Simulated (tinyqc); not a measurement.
Photoconductance decay in a wafer: bulk and surface recombination modes, and iron detection by pair splitting. Changing the surface recombination velocity S. Computed by tinyqc, a small Python program. Command: `OMP_NUM_THREADS=1 python tinyqc.py 3110598 3110599 out.jsonl pcd sweep`. One thread of a shared host (Intel(R) Xeon(R) Processor @ 2.30GHz), about 0.04 s of CPU time with the checks.

Both faces of the wafer have the same S; injection is low and all coefficients are constant. x runs from -W/2 to W/2.

Inputs (values chosen for the exercise, modelled on p-type silicon): thickness W = 200 micrometre; diffusivity D = 33.1 cm^2/s; bulk lifetime tau_b without iron = 300 microsecond.

Method:
- h = S W/(2 D). Solve f(b) = b sin b - h cos b = 0 from b = (pi/2) sqrt(h/(h + pi^2/4)), with f'(b) = (1 + h) sin b + b cos b; four steps.
- Even modes cos(a x) obey b tan b = S W/(2 D) with b = a W/2, odd modes sin(a x) obey -b cot b = S W/(2 D); each decays at the rate 1/tau_b + D a^2.
- tau_eff is the decay time of the first mode. The surface time is 1/(D a^2) of that mode; shortcuts for it are W/(2 S), W^2/(pi^2 D) and their sum, whose error is sum/surface time - 1.

One run for each value:
```
surface recombination velocity S (cm/s),tau_eff (microsecond),surface time (microsecond),error of the sum (%),h
3.00e-01,297.3,3.333e+04,6.521e-04,9.063e-05
1.60e+00,286.3,6.251e+03,3.477e-03,4.834e-04
8.40e+00,239.7,1.191e+03,1.823e-02,2.538e-03
4.50e+01,128.0,2.232e+02,9.697e-02,1.360e-02
2.40e+02,37.4,4.268e+01,4.981e-01,7.251e-02
1.30e+03,8.5,8.723e+00,2.216e+00,3.927e-01
6.70e+03,2.6,2.588e+00,4.990e+00,2.024e+00
3.60e+04,1.5,1.459e+00,2.995e+00,1.088e+01
1.90e+05,1.3,1.267e+00,7.581e-01,5.740e+01
1.00e+06,1.2,1.233e+00,1.526e-01,3.021e+02
```

Describe and explain the trends.

Over the rows, tau_eff (microsecond) falls from 297 to 1.23 (exponent d ln y / d ln x -0.023 between the first rows and -0.017 between the last); surface time (microsecond) falls from 33300 to 1.23 (exponent d ln y / d ln x -1.00 between the first rows and -0.017 between the last); error of the sum (%) goes from 6.52e-4 through a maximum among these rows, 4.99 at 6700, to 0.153. At the low end the exponent of surface time is -1.00, close to -1: slow surfaces, W/(2 S). At the high end the exponent of surface time is -0.02, close to 0: fast surfaces, limited by diffusion. The sum of the two shortcuts misses by at most about 5.0 % over these rows.

Extremes, crossings and ranges named in words are read from the listed rows.
